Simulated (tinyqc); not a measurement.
Gap and mass from two generation rates.

Question. In the two-band model the band-to-band tunnelling rate in a uniform field is G = A F^2 exp(-B/F), with B = pi sqrt(m/C) Eg^1.5/4 (V/nm), A = 1e21 (2 q/h) m Eg/(16 pi C B) for G in cm^-3 s^-1 and F in V/nm, C = hbar^2/(2 m0). Find B, A, Eg and m.

Constants: q = 1.602176634e-19 C, hbar = 1.054571817e-34 J s, h = 6.62607015e-34 J s, m0 = 9.1093837015e-31 kg, hbar^2/(2 m0) = 0.0380998212 eV nm^2. Results are converted to the units shown.

G at F = 0.02 and 0.038 V/nm (cm^-3 s^-1): 8.6529398e27  7.4606286e29

Answer. The slope of ln(G/F^2) against 1/F is -B and the intercept gives A. The product A B fixes m Eg, and B = (pi/4) Eg sqrt(m Eg/C) then gives Eg.

B = 0.1340 V/nm
A = 1.756e34 cm^-3 s^-1 (V/nm)^-2
Eg = 0.3450 eV
m = 0.02700 m0

Computed by the program tinyqc: `OMP_NUM_THREADS=1 python tinyqc.py 2620001 2620002 out.jsonl`, one thread of a shared Intel Xeon 2.30GHz, about 0.02 s for the whole run.
